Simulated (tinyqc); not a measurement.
Disorder broadening of a flat band (such as a Landau level) in the self-consistent Born approximation: one step of the calculation.

The local Green function is G = g0(z - Sigma) with z = E + i eta and g0(z) = 1/z; the self-energy is Sigma = D G. The density of states is -Im G/pi.

Task. Born step. G = g0(z - Sigma), Sigma(out) = D G, Sigma(new) = Sigma + mix (Sigma(out) - Sigma).

Inputs (values chosen for the exercise):
- D = 0.52 eV^2 (variance of the random potential)
- eta = 0.0064 eV (bare broadening)
- E = 0.958 eV (energy from the band centre)
- mix = 1 (mixing)

Sigma after iteration 2 = 1.2515981-0.0302210i eV

Find: G; Sigma(out); Sigma after iteration 3.

Result.

G = -3.354-0.418i 1/eV
Sigma(out) = -1.744-0.218i eV
Sigma after iteration 3 = -1.744-0.218i eV

Range of the model: The self-consistent Born approximation misses band tails from rare fluctuations and localisation.

Computed by the program tinyqc: `OMP_NUM_THREADS=1 python tinyqc.py 2720043 2720044 out.jsonl`, one thread of a shared Intel Xeon 2.30GHz, about 0.01 s for the whole run.
